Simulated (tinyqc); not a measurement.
Inputs raised by 2 %, one at a time: electron-beam lithography: double-Gaussian proximity function, edge placement and dose correction for parallel lines. Computed by tinyqc, a small Python program. Command: `OMP_NUM_THREADS=1 python tinyqc.py 3112197 3112198 out.jsonl proximity sens`. One thread of a shared host (Intel(R) Xeon(R) Processor @ 2.30GHz), about 0.01 s of CPU time with the checks.

Lines are infinitely long. Absorbed energy is counted so that the middle of a very large area written at dose 1 receives 1; the resist develops where it exceeds 1/2.

Inputs (values chosen for the exercise, of the order of those for 100 keV electrons in resist on silicon):
```
quantity                              value               unit
forward range alpha                   0.016         micrometre
backscatter range beta                   32         micrometre
backscatter ratio eta                  0.84                  -
base dose D0                            280  microcoulomb/cm^2
beam current                             45                 nA
pixel size                                4                 nm
width of the test line                  0.2         micrometre
pattern density around the test line    0.5                  -
```

line widths (micrometre): 0.032  0.042  0.1  0.034  0.033

gaps between the lines (micrometre): 0.16  0.14  23  0.15

Constants: e = 1.602176634e-19 C.

Method:
- The first line starts at x = 0; each next one starts after the width and the gap.
- f(r) = [exp(-r^2/alpha^2)/alpha^2 + eta exp(-r^2/beta^2)/beta^2]/(pi (1 + eta)). A line from a to b at dose d gives E(x) = d [S(alpha) + eta S(beta)]/(1 + eta), S(s) = [erf((b - x)/s) - erf((a - x)/s)]/2.
- M_ij is the mean of E at the two edges of line i from line j at dose 1.
- Uncorrected edge energies are M 1. Solve M d = 1/2 for the doses d that put the mean edge energy of every line at the threshold.
- A test line of width w << beta in surroundings of density rho, all at dose d: near its edge E(x) = d [S + eta rho]/(1 + eta), S = [erf((b - x)/alpha) - erf((a - x)/alpha)]/2 for edges a and b, the second term being the background energy. Dose to size d_s = (1 + eta)/(erf(w/alpha) + 2 eta rho), dose = d_s D0; edge slope d [1 - exp(-w^2/alpha^2)]/(sqrt(pi) alpha (1 + eta)); width change per 1 % of dose = 2 x 0.01 x (1/2)/slope.
- With dose = d_s D0: electrons per pixel N = dose x pixel area/e; relative noise 1/sqrt(N); time per cm^2 of pattern area = dose x density/current; pixel rate = current/(dose x pixel area).

Runs:
```
input moved                            from       to  dose to size d_s  width change per 1 % of dose (nm)  largest over smallest dose  shot noise (%)
base run                                  -        -            1.0000                            0.52181                      1.0049          5.9802
forward range alpha (micrometre)      0.016  0.01632            1.0000                            0.53225                      1.0056          5.9802
backscatter range beta (micrometre)      32    32.64            1.0000                            0.52181                      1.0048          5.9802
width of the test line (micrometre)     0.2    0.204            1.0000                            0.52181                      1.0049          5.9802
pattern density around the test line    0.5     0.51            0.9910                            0.52657                      1.0049          6.0074
base dose D0 (microcoulomb/cm^2)        280    285.6            1.0000                            0.52181                      1.0049          5.9213
beam current (nA)                        45     45.9            1.0000                            0.52181                      1.0049          5.9802
pixel size (nm)                           4     4.08            1.0000                            0.52181                      1.0049          5.8629
```

Exponents ln(y'/y) / ln(x'/x):
```
input                                 dose to size d_s  width change per 1 % of dose  largest over smallest dose  shot noise
forward range alpha                              0.000                         1.000                       0.037       0.000
backscatter range beta                           0.000                         0.000                      -0.003       0.000
width of the test line                           0.000                         0.000                       0.000       0.000
pattern density around the test line            -0.459                         0.459                       0.000       0.229
base dose D0                                     0.000                         0.000                       0.000      -0.500
beam current                                     0.000                         0.000                       0.000       0.000
pixel size                                       0.000                         0.000                       0.000      -1.000
```

To which inputs is each result most sensitive?

Among the inputs moved here: dose to size d_s answers most in size to pattern density around the test line (exponent -0.459); its exponent is below 0.0005 for forward range alpha, backscatter range beta, width of the test line, base dose D0, beam current, pixel size. Width change per 1 % of dose answers most in size to forward range alpha (exponent +1.000), next to pattern density around the test line (+0.459); its exponent is below 0.0005 for backscatter range beta, width of the test line, base dose D0, beam current, pixel size. Its exponent +1.000 in forward range alpha: the edge slope goes as 1/alpha. Largest over smallest dose answers most in size to forward range alpha (exponent +0.037); its exponent is below 0.0005 for width of the test line, pattern density around the test line, base dose D0, beam current, pixel size. Shot noise answers most in size to pixel size (exponent -1.000), next to base dose D0 (-0.500); its exponent is below 0.0005 for forward range alpha, backscatter range beta, width of the test line, beam current.

Extremes, crossings and ranges named in words are read from the listed rows.
